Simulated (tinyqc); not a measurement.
Worked calculation: sp3 tight binding, zinc-blende lattice. Computed by tinyqc, a small Python program that keeps every step. Command: `OMP_NUM_THREADS=1 python tinyqc.py 25791 25792 out.jsonl` (the two numbers bound the seeds that draw the settings). One thread of a shared host (Intel(R) Xeon(R) Processor @ 2.60GHz), about 0.01 s of CPU time with the checks.

## Bloch Hamiltonian at k

Parameters chosen for this model: zinc-blende lattice, anion at 0, cation at a/4 (1,1,1); V = eta hbar^2 / (m d^2), hbar^2/m = 7.619964 eV angstrom^2:
```
parameter          value      unit
a               4.590000  angstrom
d               1.987528  angstrom
Es anion      -16.440000        eV
Ep anion       -8.010000        eV
Es cation      -7.930000        eV
Ep cation      -3.570000        eV
eta ss         -1.400000
eta sp          1.840000
eta pp sigma    3.240000
eta pp pi      -0.810000
V ss           -2.700563        eV
V sp            3.549311        eV
V pp sigma      6.249874        eV
V pp pi        -1.562469        eV
```

k point k (2 pi / a): 0.4200  -0.5900  -0.4100

Slater-Koster rules over the four bonds with direction cosines (l, m, n): ss V_ss; s-px l V_sp; px-s -l V_sp; px-px l^2 V_pps + (1 - l^2) V_ppp; px-py l m (V_pps - V_ppp); each times exp(i k.d).

H(k) at k (eV), lower triangle (Hermitian):
```
                  a s            a px             a py             a pz
a s          -16.4400
a px           0.0000         -8.0100
a py           0.0000          0.0000          -8.0100
a pz           0.0000          0.0000           0.0000          -8.0100
c s   -4.0983-3.1789i  3.1098+2.4122i  -1.8111-4.1418i  -3.2127-2.3349i
c px  -3.1098-2.4122i  1.5808+1.2262i   4.0827+2.9672i   2.3016+5.2634i
c py   1.8111+4.1418i  4.0827+2.9672i   1.5808+1.2262i  -3.9519-3.0654i
c pz   3.2127+2.3349i  2.3016+5.2634i  -3.9519-3.0654i   1.5808+1.2262i

          c s     c px     c py     c pz
c s   -7.9300
c px   0.0000  -3.5700
c py   0.0000   0.0000  -3.5700
c pz   0.0000   0.0000   0.0000  -3.5700
```

## Levels at k

Diagonalise the Hermitian matrix.

eigenvalues (eV): -21.4090  -17.7798  -13.6740  -13.6292  -1.4890  1.7068  2.0924  5.0718

weights |c|^2 of the basis functions:
```
      band 1  band 2  band 3  band 4  band 5  band 6  band 7  band 8
a s   0.7521  0.0057  0.0003  0.0063  0.2005  0.0086  0.0000  0.0266
a px  0.0016  0.1837  0.2593  0.1645  0.0285  0.0497  0.1852  0.1276
a py  0.0053  0.1712  0.0101  0.4138  0.0481  0.2339  0.0002  0.1175
a pz  0.0015  0.1829  0.3710  0.0527  0.0308  0.0602  0.1737  0.1272
c s   0.0971  0.2813  0.0012  0.0279  0.5179  0.0180  0.0000  0.0566
c px  0.0437  0.0622  0.1510  0.0870  0.0479  0.0910  0.3306  0.1866
c py  0.0550  0.0501  0.0051  0.2146  0.0748  0.4284  0.0003  0.1717
c pz  0.0437  0.0630  0.2021  0.0333  0.0514  0.1102  0.3099  0.1863
```

## Bloch Hamiltonian at G

k point G (2 pi / a): 0  0  0

As before.

H(k) at G (eV), lower triangle:
```
           a s     a px     a py     a pz      c s     c px     c py     c pz
a s   -16.4400
a px    0.0000  -8.0100
a py    0.0000   0.0000  -8.0100
a pz    0.0000   0.0000   0.0000  -8.0100
c s   -10.8023   0.0000   0.0000   0.0000  -7.9300
c px    0.0000   4.1666   0.0000   0.0000   0.0000  -3.5700
c py    0.0000   0.0000   4.1666   0.0000   0.0000   0.0000  -3.5700
c pz    0.0000   0.0000   0.0000   4.1666   0.0000   0.0000   0.0000  -3.5700
```

## Levels at G

As before.

eigenvalues (eV): -23.7951  -10.5111  -10.5111  -10.5111  -1.0689  -1.0689  -1.0689  -0.5749

## Bands along a path

The same steps at evenly spaced points between the labelled ones.

Bands along the path (eV):
```
k           band 1    band 2    band 3    band 4   band 5   band 6   band 7   band 8
L         -21.4532  -17.8968  -13.4120  -13.4120  -1.6567   1.8320   1.8320   5.0568
L-G 0.33  -22.3221  -16.1404  -12.8002  -12.8002  -1.4114   1.2202   1.2202   3.9240
L-G 0.67  -23.3848  -12.7230  -11.3793  -11.3793  -0.9455  -0.2007  -0.2007   1.1032
G         -23.7951  -10.5111  -10.5111  -10.5111  -1.0689  -1.0689  -1.0689  -0.5749
G-X 0.33  -23.2388  -12.5037  -12.5037  -11.7279  -0.8503  -0.1331   0.9237   0.9237
G-X 0.67  -21.7238  -15.3108  -15.3108  -14.3705  -0.2483   0.3926   3.7308   3.7308
X         -20.4260  -16.4404  -16.4404  -16.1669   0.2269   0.4160   4.8604   4.8604
X-W 0.33  -20.4260  -16.4404  -16.4404  -16.1669   0.2269   0.4160   4.8604   4.8604
X-W 0.67  -20.4260  -16.4404  -16.4404  -16.1669   0.2269   0.4160   4.8604   4.8604
W         -20.4260  -16.4404  -16.4404  -16.1669   0.2269   0.4160   4.8604   4.8604
```

With 4 band(s) filled, the highest filled level on these points lies at G and the lowest empty one at L: a gap of 8.8544 eV, indirect.
